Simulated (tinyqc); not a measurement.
sp3s* tight binding: sweeps and comparisons. A value that a table varies takes the place of the one given here.

sp3s* tight binding, nearest neighbours only: anion (a) at 0, cation (c) at a/4 (1,1,1), orbitals s, px, py, pz, s* on each; k in units of 2 pi/a. With phases e_j = exp(i (pi/2) k.n_j) for n = (1,1,1), (1,-1,-1), (-1,1,-1), (-1,-1,1): g0 = (e1+e2+e3+e4)/4, g1 = (e1+e2-e3-e4)/4, g2 = (e1-e2+e3-e4)/4, g3 = (e1-e2-e3+e4)/4. The diagonal holds the levels Esa, Epa, Exa (s*) and Esc, Epc, Exc. Anion-cation block: <sa|sc> = Vss g0; <sa|xc> = Vsapc g1; <xa|sc> = -Vscpa g1; <xa|xc> = Vxx g0; <xa|yc> = <ya|xc> = Vxy g3, <xa|zc> = <za|xc> = Vxy g2, <ya|zc> = <za|yc> = Vxy g1; <s*a|xc> = Vxapc g1; <xa|s*c> = -Vpaxc g1; y and z take g2 and g3 in place of g1; s-s* and s*-s* vanish.

Parameters, chosen for this exercise (near a published set for GaAs, fitted to gaps, whose masses and valley positions are rough; shifted at random, so the results belong to these values and not to a real crystal):
- Esa = -8.338 eV (s level of the anion)
- Epa = 1.043 eV (p level of the anion)
- Esc = -2.665 eV (s level of the cation)
- Epc = 3.661 eV (p level of the cation)
- Exa = 8.567 eV (s* level of the anion)
- Exc = 6.735 eV (s* level of the cation)
- Vss = -6.454 eV (s-s)
- Vxx = 1.956 eV (px-px)
- Vxy = 5.083 eV (px-py)
- Vsapc = 4.492 eV (s anion, p cation)
- Vscpa = 5.796 eV (s cation, p anion)
- Vxapc = 4.838 eV (s* anion, p cation)
- Vpaxc = 4.812 eV (p anion, s* cation)
- eta = 2 (scaling exponent)
- D001 = 0.94 (ratio -ezz/exx)

## What the s* orbital does

The s* couplings Vxapc and Vpaxc are scaled by f; f = 0 is the plain sp3 model. Gaps from the top of the valence band at Gamma; the Delta value is the minimum on (x,0,0), 0.5 <= x <= 1.

Gaps (eV):

| f | Gamma | Delta | L | x of the minimum |
|---|---|---|---|---|
| 0.00 | 1.5499 | 4.0764 | 2.9107 | 0.500 |
| 0.25 | 1.5499 | 3.9526 | 2.8011 | 0.500 |
| 0.50 | 1.5499 | 3.6406 | 2.5127 | 0.500 |
| 0.75 | 1.5499 | 3.0493 | 2.1231 | 1.000 |
| 0.90 | 1.5499 | 2.4409 | 1.8674 | 1.000 |
| 1.00 | 1.5499 | 2.0296 | 1.6932 | 1.000 |
| 1.10 | 1.5499 | 1.6163 | 1.5175 | 1.000 |

The gap at Gamma stays, since g1 to g3 vanish there. From f = 0 to 1 the s* levels lower the Delta value by 2.047 eV and L by 1.217 eV. For f = 0, 0.25 and 0.5 the least value lies at x = 0.5, the end of the range: any valley further out lies above that value until s* has lowered it enough. The lowest of the three is Gamma at both f = 0 and f = 1.

## Hydrostatic strain (sp3s* tight binding, strained)

Strain e moves each bond vector to d = (1 + e) d0 (no internal displacement for the diagonal strains used here) and k is given in fractions of the strained reciprocal cell, so the phases stay. Two-centre values Vss_sigma = Vss/4, Vsp_sigma = sqrt3 V/4 for each s-p and s*-p pair, Vpp_sigma = (Vxx + 2 Vxy)/4, Vpp_pi = (Vxx - Vxy)/4 are scaled by (d0/d)^eta and combined with the new direction cosines; the levels on the diagonal stay.

exx = eyy = ezz = e. Gaps as measured from the top of the valence band; the deformation potentials are (gap(0.01) - gap(-0.01))/0.06.

Gaps (eV):

| e | Gamma | Delta | L | x of the minimum |
|---|---|---|---|---|
| -0.03 | 2.0259 | 2.0166 | 1.9198 | 1.000 |
| -0.02 | 1.8618 | 2.0204 | 1.8417 | 1.000 |
| -0.01 | 1.7032 | 2.0248 | 1.7661 | 1.000 |
| 0.00 | 1.5499 | 2.0296 | 1.6932 | 1.000 |
| 0.01 | 1.4017 | 2.0350 | 1.6227 | 1.000 |
| 0.02 | 1.2585 | 2.0408 | 1.5547 | 1.000 |
| 0.03 | 1.1199 | 2.0469 | 1.4892 | 1.000 |

gap deformation potentials (eV): Gamma -5.024, Delta 0.171, L -2.390

Per unit of volume strain the gaps move by -5.02 (Gamma), +0.17 (Delta) and -2.39 eV (L). The lowest valley changes from L to Gamma between e = -0.02 and -0.01. These potentials follow from the one exponent eta, which fitted models replace by one for each integral; with it the sizes are rough, the sign for Delta can be wrong (in Si, Ge and the III-V crystals measured values are small and positive), and the pressures at which valleys cross, and which valley takes over, are rough too. A gap of zero, where one is listed, marks an s level that has sunk below the valence top.

## Biaxial strain splits the top of the valence band (sp3s* tight binding, strained)

No spin-orbit coupling; k = 0; exx = eyy = e, ezz = -D001 e. The four bonds keep equal lengths, and the sums over them give Vxx(e) for px and py and Vzz(e) for pz; each level is the lower root of [[Epa, V], [V, Epc]], and the s level the upper root of the s block. The shear potential b follows from E(x,y) - E(z) = 3 b (exx - ezz), taken as the slope between e = -0.005 and 0.005.

Couplings and levels at Gamma (eV):

| e | ezz | Vxx(e) | Vzz(e) | E(x,y) | E(z) | E(x,y) - E(z) (meV) | upper s level |
|---|---|---|---|---|---|---|---|
| -0.020 | 0.0188 | 1.8482 | 2.2534 | 0.0872 | -0.2541 | 341.3 | 1.6308 |
| -0.010 | 0.0094 | 1.9031 | 2.1030 | 0.0422 | -0.1251 | 167.3 | 1.5898 |
| -0.005 | 0.0047 | 1.9298 | 2.0291 | 0.0201 | -0.0627 | 82.8 | 1.5691 |
| 0.005 | -0.0047 | 1.9817 | 1.8838 | -0.0230 | 0.0581 | -81.1 | 1.5274 |
| 0.010 | -0.0094 | 2.0069 | 1.8124 | -0.0441 | 0.1163 | -160.4 | 1.5063 |
| 0.020 | -0.0188 | 2.0558 | 1.6724 | -0.0852 | 0.2283 | -313.4 | 1.4639 |

b = -2.816 eV

Under tension in the plane (e > 0) the bonds tilt towards the plane, Vxx grows to 2.0069 and Vzz falls to 1.8124 eV at e = 0.01, and the pz state forms the top of the valence band, by 160.4 meV; under compression (e = -0.01) the px, py pair does, by 167.3 meV. The slope gives b = -2.82 eV, a rough value, since on-site strain terms are left out (measured values lie near -2 eV).

## What each parameter does

Gaps from the top of the valence band at Gamma; Delta is the minimum on (x,0,0), 0.5 <= x <= 1. Each row changes one parameter from the base and keeps the others.

Results:

| case | Ev (eV) | gap Gamma (eV) | gap Delta (eV) | gap L (eV) |
|---|---|---|---|---|
| base | -0.0016 | 1.5499 | 2.0296 | 1.6932 |
| Vscpa = 6.096 eV | -0.0016 | 1.5499 | 2.0296 | 1.7864 |
| Vxapc = 5.138 eV | -0.0016 | 1.5499 | 1.7735 | 1.6180 |
| Vsapc = 4.792 eV | -0.0016 | 1.5499 | 2.1812 | 1.7859 |
| Exa = 8.267 eV | -0.0016 | 1.5499 | 1.9330 | 1.6670 |
| Esa = -8.638 eV | -0.0016 | 1.4616 | 1.9979 | 1.6494 |
| Esc = -2.465 eV | -0.0016 | 1.6907 | 2.0296 | 1.7726 |

The largest shifts from the base row, up to three for each result and ties (the steps differ in size, so this ranks the rows, not the parameters). Ev (eV): unchanged at the printed digits by Vscpa, Vxapc, Vsapc, Exa, Esa and Esc. gap Gamma (eV): Esc +0.1408, Esa -0.0883; unchanged at the printed digits by Vscpa, Vxapc, Vsapc and Exa. gap Delta (eV): Vxapc -0.2562, Vsapc +0.1516, Exa -0.0966; unchanged at the printed digits by Vscpa and Esc. gap L (eV): Vscpa +0.0933, Vsapc +0.0927, Esc +0.0794. Vscpa, Vxapc, Vsapc and Exa cannot move Ev or the gap at Gamma, whose blocks do not hold them; s parameters never move Ev, and move the gap only where the lowest empty level at Gamma is s-like.

Program tinyqc; command `OMP_NUM_THREADS=1 python tinyqc.py 1452065 1452066 out.jsonl`; about 0.06 s on one thread of a shared Intel(R) Xeon(R) Processor @ 2.30GHz.
